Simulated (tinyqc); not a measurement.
Worked calculation: chemically amplified photoresist: aerial image, acid generation, bake, development and line width. Computed by tinyqc, a small Python program that keeps every step. Command: `OMP_NUM_THREADS=1 python tinyqc.py 3004234 3004235 out.jsonl resist walk`. One thread of a shared host (Intel(R) Xeon(R) Processor @ 2.30GHz), about 0.02 s of CPU time with the checks. Intermediate numbers are printed to about 6 digits and carried at full precision; extremes and crossings named in words are read from the listed rows.

Lines and spaces of pitch p with a two-beam-like image; x = 0 is the middle of the bright space. The resist is positive and treated as uniform in depth.

Inputs (values chosen for the exercise, for a model resist at 193 nm): pitch p = 130 nm; image contrast c = 0.46; mean dose E = 5.77 mJ/cm^2; Dill parameter C = 0.026 cm^2/mJ; quencher load q, relative to the acid generator = 0.11; acid diffusivity D = 0.34 nm^2/s; bake time t = 90 s; amplification rate k_amp = 0.032 1/s; threshold protection m_th = 0.44; development selectivity n = 3; largest rate r_max = 1400 nm/s; smallest rate r_min = 0.085 nm/s; resist thickness d = 170 nm; development time t_d = 30 s; photon energy = 6.42 eV; absorption coefficient alpha = 1.1 1/um.

## Acid image and its blur

Dose E(x) = E [1 + c cos(2 pi x/p)]; acid h = 1 - exp(-C E(x)). Bake: the acid image is blurred by a Gaussian of variance sigma^2 = 2 D t (each Fourier term k of h, taken on 64 points, is multiplied by exp(-4 pi^2 k^2 D t/p^2)). Cosine coefficients: h(x) = sum_k h_k cos(2 pi k x/p).

diffusion length sigma = sqrt(2 D t) = 7.82304 nm

h_0 to h_4 before the bake: [0.138284, 0.059431, -0.001025, 0.000012, 0.000000]

h_0 to h_4 after the blur: [0.138284, 0.055331, -0.000770, 0.000006, 0.000000]

blur factor of the first harmonic = 0.931013

sigma/p = 0.060; the blur keeps 93 % of the modulation.

## From image to dissolution rate

The quencher then removes q, h_eff = max(h_blurred - q, 0); protection m = exp(-k_amp t h_eff). Mack rate r = r_max (a + 1)(1 - m)^n/(a + (1 - m)^n) + r_min, a = ((n + 1)/(n - 1))(1 - m_th)^n.

Across half a pitch:
```
x/p   x (nm)  dose (mJ/cm^2)  blurred acid  protection m  rate (nm/s)
0.00     0.0         8.42420      0.192851       0.78772  5.02402e+01
0.05     6.5         8.29429      0.190288       0.79356  4.63138e+01
0.10    13.0         7.91729      0.182808       0.81084  3.58515e+01
0.15    19.5         7.33010      0.171039       0.83879  2.23835e+01
0.20    26.0         6.59019      0.156001       0.87592  1.03185e+01
0.25    32.5         5.77000      0.139054       0.91973  2.86668e+00
0.30    39.0         4.94981      0.121814       0.96655  2.86602e-01
0.35    45.5         4.20990      0.106005       1.00000  8.50000e-02
0.40    52.0         3.62271      0.093284       1.00000  8.50000e-02
0.45    58.5         3.24571      0.085035       1.00000  8.50000e-02
0.50    65.0         3.11580      0.082177       1.00000  8.50000e-02
```

The dose varies by a factor 2.70 across the pattern and the rate by 591.

## Space width and dose latitude

Edge: vertical development clears the film where r t_d >= d; the space width is twice the x where r = d/t_d. Dose sensitivity = d ln(width)/d ln E from widths at 1.005 E and E/1.005; image log-slope at the edge = |d ln E/dx|, normalised by the width (NILS); latitude for 10 % of width = 10 %/sensitivity.

space width = 58.9468 nm

dose sensitivity = 1.75189

NILS = 1.21509

dose latitude = 5.70813 %

At the same width a resist without blur would give a sensitivity 2/NILS = 1.646; the blur multiplies it by 1.06. Caution: lateral development, standing waves and the joint diffusion of acid and quencher are left out, so widths are indicative.

## Photon statistics at the edge

The edge lies at x = width/2. Absorbed photons per volume N = E(edge) alpha/(photon energy), 1 mJ/cm^2 = 62.41509 eV/nm^2, alpha in 1/nm; a Gaussian blur averages over a volume V = (2 sqrt(pi) sigma)^3; relative noise 1/sqrt(N V); edge noise sigma_x = (dh/d ln E) noise/|dh/dx|, with both derivatives of the blurred acid at the edge.

absorbed photons N = 0.0658427 1/nm^3

photons in the blur volume = 1404.27

edge noise from photons = 1.37776 nm

Caution: the noise counts photons alone (acid and quencher statistics add to it) and takes the film as thicker than the blur; a thinner film averages in two dimensions only.

## Blur against noise

For each sigma the edge is held at x = p/4; N is taken at the mean dose; edge noise = (dh/d ln E)/(sqrt(N V) |dh/dx|), both derivatives taken of the blurred acid, V = (2 sqrt(pi) sigma)^3, N = E alpha/(photon energy), 1 mJ/cm^2 = 62.41509 eV/nm^2.

Trade-off:
```
sigma/p  sigma (nm)  blur factor  photons in V  edge noise (nm)
0.02            2.6     0.992135   4.83123e+01          6.51916
0.04            5.2     0.968911   3.86499e+02          2.35685
0.07            9.1     0.907808   2.07139e+03          1.08315
0.10           13.0     0.820869   6.03904e+03          0.69911
0.14           18.2     0.679167   1.65711e+04          0.50822
0.18           23.4     0.527530   3.52197e+04          0.44790
0.22           28.6     0.384667   6.43037e+04          0.45421
0.27           35.1     0.237168   1.18866e+05          0.54170
0.33           42.9     0.116531   2.17025e+05          0.81588
```

The noise is least near sigma/p = 0.18 among these rows. More diffusion averages over more photons (noise falls as sigma^(-3/2)) until it erases the image slope (factor exp(-2 pi^2 sigma^2/p^2)); for a pure cosine the two balance at sigma/p = sqrt(3/8)/pi = 0.195. Caution: for a film thinner than the blur the noise falls as 1/sigma only, and the optimum moves to sigma/p = 1/(2 pi) = 0.159.

Checks made by the program: sensitivity 2/NILS in the limit of no diffusion (relative difference 2e-06).
